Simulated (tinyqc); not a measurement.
## Thermal resistances of a two-die stack

Question. Heat leaves through the lower die only, and the system is linear. Find the resistance R1 from the lower die to the coolant, R2 between the dies, and the rise of the upper die when both are powered.

Values chosen for this exercise: power of the lower die P1 = 13 W; power of the upper die P2 = 4.6 W.

rises of the lower and upper die with only the lower one powered (K): 9.88  9.88
rises of the lower and upper die with only the upper one powered (K): 3.496  5.704

Answer. With only the lower die powered no heat crosses R2, so both dies rise by P1 R1; the difference in the second test is P2 R2; rises add.

R1 = 0.760 K/W
R2 = 0.480 K/W
rise of the upper die = 15.6 K

tinyqc, about 0.03 s, one thread, Intel Xeon 2.30GHz (shared host): `OMP_NUM_THREADS=1 python tinyqc.py 2162023 2162024 out.jsonl`
